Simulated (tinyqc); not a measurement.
# Tunnel rates from the two plateau currents

Problem. With only the 0-1 transition of a spin-degenerate level in the bias window, I = 2 q G_in G_out/(2 G_in + G_out). Find GL and GR.

Constants: q = 1.602176634e-19 C. Results are converted to the units shown.

sizes of the plateau currents for electrons entering from the left and from the right (pA): 15.362822  8.0429168

Solution. q/I(left) = 1/GR + 1/(2 GL) and q/I(right) = 1/GL + 1/(2 GR) are linear in 1/GL and 1/GR.

GL = 0.0510 1/ns
GR = 1.60 1/ns

Computed by the program tinyqc: `OMP_NUM_THREADS=1 python tinyqc.py 2780132 2780133 out.jsonl`, one thread of a shared Intel Xeon 2.30GHz, about 0.01 s for the whole run.
